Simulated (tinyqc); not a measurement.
Inside a calculation. Method: Luttinger-Kohn k.p, four valence bands. One step of it, computed by the program tinyqc.

Task: Bloch Hamiltonian at k. P = c g1 k^2, Q = c g2 (kx^2 + ky^2 - 2 kz^2), R = c sqrt3 [-g2 (kx^2 - ky^2) + 2i g3 kx ky], S = 2 c sqrt3 g3 (kx - i ky) kz, c = hbar^2/2m = 3.809982 eV angstrom^2; rows [P+Q, -S, R, 0], [-S*, P-Q, 0, R], [R*, 0, P-Q, S], [0, R*, S*, P+Q]. The path ends lie at |k| = 0.04 1/angstrom.

Luttinger parameters chosen for this model; energies are counted downward from the top of the valence band:
```
parameter,value,unit
g1,7.960000,
g2,2.500000,
g3,3.260000,
```

k point k (1/angstrom): -0.002000  -0.039000  0.015000

Give: H(k) at k.

Result:

H(k) at k (eV), lower triangle (Hermitian):
```
,3/2,1/2,-1/2,-3/2
3/2,0.0633
1/2,0.0013+0.0252i,0.0428
-1/2,0.0250-0.0034i,0.0000,0.0428
-3/2,0.0000,0.0250-0.0034i,-0.0013-0.0252i,0.0633
```
